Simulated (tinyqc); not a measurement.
Tunnelling through a two-layer gate stack, WKB transmission and Tsu-Esaki current: effect of the thickness t1 at fixed voltage.

Electrons leave the emitter at x = 0. Energies E (motion across the layers) are in eV from the emitter Fermi level; the collector Fermi level lies at -V and offers states at every E. No charge in the dielectric and no image force: F1 = V/(t1 + t2 eps1/eps2), F2 = F1 eps1/eps2; U = phi1 - F1 x in layer 1 and phi2 - F1 t1 - F2 (x - t1) in layer 2. With C = hbar^2/(2 m0), kappa = sqrt(m (U - E)/C) where U > E and 0 elsewhere; T(E) = exp(-S), S = 2 times the integral of kappa over x.

Each layer adds (2/F) sqrt(m/C) [G(u at its left edge) - G(u at its right edge)] to S, with u = U - E (0 where negative) and G(u) = (2/3) u^1.5. J = J0 times the integral of T(E) N(E) dE, N = ln[(1 + exp(-E/Vt))/(1 + exp((-E - V)/Vt))], J0 = q^2 me m0 kB T/(2 pi^2 hbar^3) (times 1e-4 for A/cm^2 per eV), from E = -Ef to far above the barrier (T = 1 there), by quadrature converged to the digits shown.

Values chosen for this exercise; layer 1 close to silicon nitride, layer 2 close to hafnium oxide:
```
symbol  value  unit                                                        meaning
T         200     K                                                    temperature
Ef       0.29    eV              Fermi energy of the emitter above its band bottom
me          1    m0                            emitter mass in the supply function
phi1     2.15    eV  barrier of layer 1 above the emitter Fermi level at zero bias
m1       0.49    m0                                     tunnelling mass of layer 1
eps1     7.72                                     relative permittivity of layer 1
phi2     1.45    eV                                barrier of layer 2 at zero bias
m2        0.2    m0                                     tunnelling mass of layer 2
t2        1.4    nm                                           thickness of layer 2
eps2     21.9                                     relative permittivity of layer 2
V         0.6     V                                  voltage across the dielectric
```

Constants: q = 1.602176634e-19 C, kB = 1.380649e-23 J/K, hbar = 1.054571817e-34 J s, m0 = 9.1093837015e-31 kg, Vt = kB T/q, hbar^2/(2 m0) = 0.0380998212 eV nm^2. Results are converted to the units shown.

Results:
```
t1 (nm)  S at E = 0  T(E = 0)  J (A/cm^2)  mean E of the current (eV)
0.4           10.53  2.671e-5        8883                     -0.1695
0.63          12.71  3.018e-6       903.9                     -0.1658
0.74          13.76  1.056e-6       301.2                     -0.1641
0.86          14.91  3.344e-7       90.53                     -0.1622
0.97          15.97  1.162e-7       30.02                     -0.1604
1.09          17.12  3.662e-8       8.992                     -0.1585
1.2           18.18  1.268e-8       2.975                     -0.1567
```

Estimate the missing row, t1 = 0.51 nm.

Computed row:
```
t1 (nm)  S at E = 0  T(E = 0)  J (A/cm^2)  mean E of the current (eV)
0.51          11.57  9.444e-6        2986                     -0.1677
```

With this row back in the table: J falls from 8880 to 2.97 A/cm^2: 4.30 decades a nanometre between the first two rows and 4.37 between the last two. The exponent S alone gives dS/dt/ln 10 = 4.10 and 4.19. In 4 of the 8 rows a layer is thinner than 0.8 nm, a few atomic planes, where an effective mass is a rough description.

Computed by the program tinyqc: `OMP_NUM_THREADS=1 python tinyqc.py 2540012 2540013 out.jsonl`, one thread of a shared Intel Xeon 2.30GHz, about 0.03 s for the whole run.
